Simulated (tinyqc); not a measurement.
Changing the length L: thermal, flicker and telegraph noise of a field-effect transistor. Computed by tinyqc, a small Python program. Command: `OMP_NUM_THREADS=1 python tinyqc.py 3012506 3012507 out.jsonl noise sweep`. One thread of a shared host (Intel(R) Xeon(R) Processor @ 2.30GHz), about 0.01 s of CPU time with the checks.

Strong inversion, threshold roll-off and channel-length modulation left out; noise sources are uncorrelated and are given as one-sided spectral densities.

Inputs (values chosen for the exercise, modelled on a high-k silicon transistor): width W = 0.26 micrometre; electrical oxide thickness t = 2.7 nm; mobility mu = 320 cm^2/(V s); saturation velocity v_s = 1 1e7 cm/s; overdrive V_ov = 0.67 V; thermal noise factor gamma = 0.667; oxide trap density N_t = 1.8e+17 1/(eV cm^3); oxide barrier phi = 2.7 eV; oxide mass m_ox = 0.21 m_0; frequency f = 60 Hz; temperature T = 300 K.

Operating region: saturation. Flicker model: number fluctuation.

Constants: eps_0 = 8.8541878128e-12 F/m; hbar = 1.054571817e-34 J s; m_0 = 9.1093837015e-31 kg; e = 1.602176634e-19 C; k_B = 8.617333262e-05 eV/K; k_B = 1.380649e-23 J/K.

Method:
- C_ox = 3.9 eps_0/t; V_c = 2 v_s L/mu; I = W C_ox v_s V_ov^2/(V_ov + V_c); g_m = W C_ox v_s V_ov (V_ov + 2 V_c)/(V_ov + V_c)^2; g_d0 = mu C_ox (W/L) V_ov.
- Tunnelling length lambda = hbar/(2 sqrt(2 m_ox phi)); flat-band noise S_Vfb = e^2 k_B T lambda N_t/(W L C_ox^2 f). S_I = g_m^2 S_Vfb.
- Thermal: S_I = 4 k_B T gamma g_d0; input-referred S_V = S_I/g_m^2; corner f_c where flicker equals thermal.
- Total input noise from 1 Hz to f_c: sqrt(S_V,thermal [f_c ln(f_c/1 Hz) + f_c - 1 Hz]).
- Active traps per decade of time constant: N_dec = N_t k_B T W L lambda ln(10); a single trap at the interface shifts the threshold by e/(W L C_ox) and the current by g_m times that; tunnelling depth for frequency f, z = lambda ln(1/(2 pi f tau_0)), tau_0 = 1e-10 s.

One run for each value; columns: (1) length L (nm); (2) corner frequency f_c (Hz); (3) input-referred thermal noise (nV/sqrt(Hz)); (4) g_m (microsiemens); (5) traps per decade; (6) threshold step of one trap (mV):
```
(1)         (2)    (3)    (4)        (5)        (6)
15    4.957e+07  22.13  327.5  5.416e-03  3.212e+00
31    4.608e+07  15.96  315.8  1.119e-02  1.554e+00
64    3.781e+07  12.27  286.1  2.311e-02  7.528e-01
130   2.501e+07  10.58  232.6  4.694e-02  3.706e-01
270   1.215e+07  10.53  162.1  9.749e-02  1.785e-01
570   4.343e+06  12.13   96.9  2.058e-01  8.453e-02
1200  1.264e+06  15.49   52.3  4.333e-01  4.015e-02
2400  3.578e+05  20.59   27.8  8.666e-01  2.008e-02
5000  8.816e+04  28.74   13.8  1.805e+00  9.636e-03
```

Over the rows, corner frequency f_c (Hz) falls from 4.96e7 to 88200 (exponent d ln y / d ln x -0.10 between the first rows and -1.9 between the last); input-referred thermal noise (nV/sqrt(Hz)) goes from 22.1 through a minimum among these rows, 10.5 at 270, to 28.7; g_m (microsiemens) falls from 328 to 13.8 (exponent d ln y / d ln x -0.050 between the first rows and -0.95 between the last). At the high end the exponent of corner frequency f_c is -1.91, close to -2: without velocity saturation the corner scales with L like f_T.

Caution (rows 15.0, 31.0, 64.0, 130, 270, 570, 1200, 2400): fewer than one trap per decade of time constant is active, so one device shows telegraph steps and the 1/f law is only a mean over many devices.

Extremes, crossings and ranges named in words are read from the listed rows.
